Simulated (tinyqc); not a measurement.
# On-chip interconnect, size-dependent resistivity and RC delay: effects of single changes

A rectangular line between two neighbours and two ground planes. Surface and grain-boundary scattering are added to the bulk resistivity as corrections; capacitances are parallel-plate values without fringing; inductance is ignored.

Inputs (values chosen for the exercise); metal values close to those of cobalt: bulk resistivity rho0 = 6.19 uohm cm; bulk mean free path lam = 11.8 nm; specular share of surface scattering ps = 0.6; reflection coefficient of grain boundaries Rg = 0.49; grain size over the metal width gr = 1.5; drawn line width wd = 58 nm; aspect ratio, height over width AR = 2.6; liner on both walls and the bottom, not conducting tl = 0.7 nm; space to the neighbouring lines sp = 58 nm; dielectric height to the planes above and below hd = 72 nm; relative permittivity of the dielectric ek = 2.5; Miller factor of the neighbours Mf = 2; driver resistance Rd = 11000 ohm; load capacitance Cl = 2.3 fF; bulk resistivity of the second metal (close to ruthenium) rho2 = 7.73 uohm cm; mean free path of the second metal lam2 = 6.7 nm; liner of the second metal tl2 = 0.4 nm.

Constants: eps0 = 8.8541878128e-12 F/m. Results are converted to the units shown.

Each table varies one quantity; the others keep the values above.

## Delay against the line length

Metal width x = wd - 2 tl, height y = AR wd - tl; grain boundaries (Mayadas-Shatzkes): al = (lam/(gr x)) Rg/(1 - Rg), g = 1/[1 - 3 al/2 + 3 al^2 - 3 al^3 ln(1 + 1/al)] - 1; surfaces (Fuchs-Sondheimer, thick limit): s = (3/8) lam (1 - ps)(1/x + 1/y); rho = rho0 (1 + g + s); r = rho/(x y); c = eps0 ek (2 wd/hd + 2 Mf AR wd/sp). Elmore delay tE = Rd (c Lw + Cl) + r Lw (c Lw/2 + Cl); t50 is the time at which the far end of a ladder of 30 pi sections (half capacitances at both ends, Cl at the far end, a step applied through Rd) reaches half the step; line share r Lw/(Rd + r Lw); estimate 0.69 Rd (c Lw + Cl) + 0.38 r c Lw^2 + 0.69 r Lw Cl.

The same in every row: rho (uohm cm) = 7.654; r (ohm/um) = 9.009; c (fF/um) = 0.2659.

Delay against the line length:
```
Lw (um),tE (ps),t50 (ps),estimate (ps),line share of the resistance (%)
1,28.25,19.58,19.49,0.08184
3,34.15,23.67,23.56,0.2451
7,45.98,31.88,31.73,0.5700
20,84.69,58.78,58.47,1.612
50,175.6,122.1,121.3,3.934
100,331.8,231.4,229.8,7.570
400,1395,987.2,976.0,24.68
1000,4168,3009,2960,45.03
3000,1.964e4,1.459e4,1.431e4,71.07
```

Read the table: what changes, and by how much?

As Lw goes from 1 to 3000, r stays at 9.01 ohm/um, c stays at 0.266 fF/um and t50 rises from 19.6 to 14600 ps. t50/tE lies between 0.693 and 0.743, and the estimate is within 2.0 % of t50. The delay goes as Lw^(0.17) for the shortest lines and Lw^(1.44) for the longest; the line resistance equals Rd at 1220 um.

## Two metals against line width

Metal width x = wd - 2 tl, height y = AR wd - tl; grain boundaries (Mayadas-Shatzkes): al = (lam/(gr x)) Rg/(1 - Rg), g = 1/[1 - 3 al/2 + 3 al^2 - 3 al^3 ln(1 + 1/al)] - 1; surfaces (Fuchs-Sondheimer, thick limit): s = (3/8) lam (1 - ps)(1/x + 1/y); rho = rho0 (1 + g + s); r = rho/(x y). The second metal has rho2, lam2 and tl2 in place of rho0, lam and tl; ps, Rg, gr and AR are shared.

Results:
```
wd (nm),"rho, first (uohm cm)","rho, second (uohm cm)","r, first (ohm/um)","r, second (ohm/um)",ratio second/first
5,27.78,21.07,6275,3982,0.6347
8,18.13,15.62,1367,1063,0.7778
10,15.41,13.94,708.4,591.9,0.8355
13,13.08,12.45,340.6,305.4,0.8966
17,11.35,11.30,167.3,159.3,0.9525
22,10.12,10.48,86.99,87.02,1.000
30,9.046,9.738,40.92,42.98,1.050
45,8.081,9.067,15.94,17.59,1.104
70,7.402,8.589,5.952,6.835,1.148
120,6.897,8.232,1.868,2.216,1.186
```

Estimate the missing row, wd = 6.5 nm.

Computed row:
```
wd (nm),"rho, first (uohm cm)","rho, second (uohm cm)","r, first (ohm/um)","r, second (ohm/um)",ratio second/first
6.5,21.55,17.64,2609,1875,0.7188
```

With this row back in the table: The resistivity of the first metal falls from 27.8 to 6.90 uohm cm and that of the second goes from 21.1 to 8.23 uohm cm as the line widens. The products rho0 lam, which set the size effect, are 73.0 and 51.8 uohm cm nm. The two resistances cross at wd = 22.0 nm: below it the second metal gives the lower line resistance. For widths well under the mean free path the thick-limit surface term is only a guide.

tinyqc, about 0.01 s, one thread, Intel Xeon 2.30GHz (shared host): `OMP_NUM_THREADS=1 python tinyqc.py 2100079 2100080 out.jsonl`
